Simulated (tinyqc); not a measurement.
Capacitance of parallel on-chip lines from Laplace's equation on a mesh: two steps of the calculation.

Cross-section of an endless row of equal lines between two grounded planes; neighbours are driven in antiphase (+1 V and -1 V), so the plane midway between two lines is at 0 V. By symmetry one quarter is solved: x runs from the centre of a line (column 0, mirror) to that midplane (column 3, 0 V), y from the mid-height of the line (row 0, mirror) to the ground plane (row 3, 0 V). The line fills columns 0 to 1 and rows 0 to 1 at 1 V. Cells beside the line (below row 1) have e2, cells above have e1. Each link between nodes has the conductance g = mean permittivity of the two cells beside it (a cell beyond a mirror counts as 0), and the free nodes obey sum g (V_neighbour - V) = 0.

Values chosen for this exercise:

| symbol | value | unit | meaning |
|---|---|---|---|
| e1 | 2.4 |  | relative permittivity above and below the lines |
| e2 | 7 |  | relative permittivity between the lines |
| om | 1.4 |  | over-relaxation factor |

Constants: eps0 = 8.8541878128e-12 F/m. Results are converted to the units shown.

Question 1. Relaxation sweep. One sweep visits the free nodes row by row from row 0, left to right, and replaces V by V + om (weighted mean of the neighbours - V), using new values at once.

V after sweep 1 (V):

|  | col 0 | col 1 | col 2 | col 3 |
|---|---|---|---|---|
| row 0 | 1.0000000 | 1.0000000 | 0.3500000 | 0.0000000 |
| row 1 | 1.0000000 | 1.0000000 | 0.5324468 | 0.0000000 |
| row 2 | 0.3500000 | 0.4725000 | 0.3517314 | 0.0000000 |
| row 3 | 0.0000000 | 0.0000000 | 0.0000000 | 0.0000000 |

gx:

|  | col 0 | col 1 | col 2 |
|---|---|---|---|
| row 0 | 3.5 | 3.5 | 3.5 |
| row 1 | 4.7 | 4.7 | 4.7 |
| row 2 | 2.4 | 2.4 | 2.4 |
| row 3 | 1.2 | 1.2 | 1.2 |

gy:

|  | col 0 | col 1 | col 2 | col 3 |
|---|---|---|---|---|
| row 0 | 3.5 | 7 | 7 | 3.5 |
| row 1 | 1.2 | 2.4 | 2.4 | 1.2 |
| row 2 | 1.2 | 2.4 | 2.4 | 1.2 |

Give: V after sweep 2.

Answer 1.

V after sweep 2 (V):

|  | col 0 | col 1 | col 2 | col 3 |
|---|---|---|---|---|
| row 0 | 1.0000 | 1.0000 | 0.5827 | 0.0000 |
| row 1 | 1.0000 | 1.0000 | 0.5036 | 0.0000 |
| row 2 | 0.5407 | 0.4734 | 0.2013 | 0.0000 |
| row 3 | 0.0000 | 0.0000 | 0.0000 | 0.0000 |

Question 2. Capacitance per length. C = 4 eps0 sum g (difference of V)^2 over all links (twice the energy of the four quarters, line at 1 V). Plate estimate without fringing: eps0 [2 e1 w/hd + 2 e2 t/(s/2)], w = 2 hx, t = 2 hx, s/2 = 2 hx, hd = 2 hx.

converged V (V):

|  | col 0 | col 1 | col 2 | col 3 |
|---|---|---|---|---|
| row 0 | 1.0000000 | 1.0000000 | 0.4779528 | 0.0000000 |
| row 1 | 1.0000000 | 1.0000000 | 0.4559055 | 0.0000000 |
| row 2 | 0.4598425 | 0.4196850 | 0.2188976 | 0.0000000 |
| row 3 | 0.0000000 | 0.0000000 | 0.0000000 | 0.0000000 |

gx:

|  | col 0 | col 1 | col 2 |
|---|---|---|---|
| row 0 | 3.5 | 3.5 | 3.5 |
| row 1 | 4.7 | 4.7 | 4.7 |
| row 2 | 2.4 | 2.4 | 2.4 |
| row 3 | 1.2 | 1.2 | 1.2 |

gy:

|  | col 0 | col 1 | col 2 | col 3 |
|---|---|---|---|---|
| row 0 | 3.5 | 7 | 7 | 3.5 |
| row 1 | 1.2 | 2.4 | 2.4 | 1.2 |
| row 2 | 1.2 | 2.4 | 2.4 | 1.2 |

Find: C; plate estimate.

Answer 2.

C = 227.6 aF/um
plate estimate = 166.5 aF/um

Program tinyqc, `OMP_NUM_THREADS=1 python tinyqc.py 2790188 2790189 out.jsonl`; Intel Xeon 2.30GHz, shared host, one thread, about 1 s.
